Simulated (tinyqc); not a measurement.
Free and trapped electrons in a MOS channel with a dense trap tail: one step of the calculation.

p-type body, charge-sheet picture, full ionisation (an idealisation for deep acceptors), Boltzmann statistics for free electrons. e = Ec - EF at the surface. Acceptor-like traps of density D(E) = D0 + De exp(-E/Ew) at depth E below Ec, from 0 to Eu, hold n_t = integral of D(E)/(1 + exp((e - E)/Vt)). psi = Eg - Vt ln(Nv/Na) - e; N_dep = sqrt(2 eps0 eps_r Na (psi - Vt)/q); n_f = sqrt(N_dep^2 + 2 eps0 eps_r Vt Nc exp(-e/Vt)/q) - N_dep; Vg = Vfb + psi + q (N_dep + n_t + n_f)/Cox, Cox = eps0 eox/tox.

Task. Charges and gate voltage. psi, N_dep, n_f and Vg as defined, with the n_t given; free share n_f/(n_f + n_t); apparent mobility mf n_f/(n_f + n_t); gate voltage spent on traps q n_t/Cox.

Inputs (values chosen for the exercise); band and dielectric values close to those of 4H silicon carbide:
```
symbol,value,unit,meaning
T,300,K,temperature
Eg,3.3,eV,band gap
eps_r,9.82,,relative permittivity
Nc,1.71e19,cm^-3,conduction-band density of states at T
Nv,2.5e19,cm^-3,valence-band density of states at T
eox,3.9,,relative permittivity of the insulator
tox,62,nm,insulator thickness
Na,6.8e15,cm^-3,acceptor density
Vfb,-2.64,V,flat-band voltage without trapped charge
mf,110,cm^2/(V s),mobility of free electrons
e,0.146,eV,Ec - EF at the surface
```

Constants: q = 1.602176634e-19 C, kB = 1.380649e-23 J/K, Vt = kB T/q, eps0 = 8.8541878128e-14 F/cm where lengths are in cm. Results are converted to the units shown.

n_t = 2.4737129e11 cm^-2

Give: psi; N_dep; n_f; Vg; free share; apparent mobility; gate voltage spent on traps.

Result.

psi = 2.9418 V
N_dep = 4.6391e11 cm^-2
n_f = 1.7890e10 cm^-2
Vg = 2.3993 V
free share = 6.7445 %
apparent mobility = 7.4189 cm^2/(V s)
gate voltage spent on traps = 0.71160 V

Program tinyqc, `OMP_NUM_THREADS=1 python tinyqc.py 2222177 2222178 out.jsonl`; Intel Xeon 2.30GHz, shared host, one thread, about 0.02 s.
